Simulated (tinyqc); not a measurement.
Luttinger-Kohn k.p, four valence bands, step by step. One step of it, computed by the program tinyqc.

Task: Bloch Hamiltonian at k. P = c g1 k^2, Q = c g2 (kx^2 + ky^2 - 2 kz^2), R = c sqrt3 [-g2 (kx^2 - ky^2) + 2i g3 kx ky], S = 2 c sqrt3 g3 (kx - i ky) kz, c = hbar^2/2m = 3.809982 eV angstrom^2; rows [P+Q, -S, R, 0], [-S*, P-Q, 0, R], [R*, 0, P-Q, S], [0, R*, S*, P+Q]. The path ends lie at |k| = 0.04 1/angstrom.

Luttinger parameters chosen for this model; energies are counted downward from the top of the valence band:
```
parameter      value  unit
g1         19.010000
g2          6.860000
g3          8.930000
```

k point k (1/angstrom): -0.047000  0.044000  -0.032000

Give: H(k) at k.

Result:

H(k) at k (eV), lower triangle (Hermitian):
```
                  3/2              1/2            -1/2    -3/2
3/2            0.4292
1/2   -0.1773+0.1659i           0.3196
-1/2  -0.0124+0.2437i           0.0000          0.3196
-3/2           0.0000  -0.0124+0.2437i  0.1773-0.1659i  0.4292
```
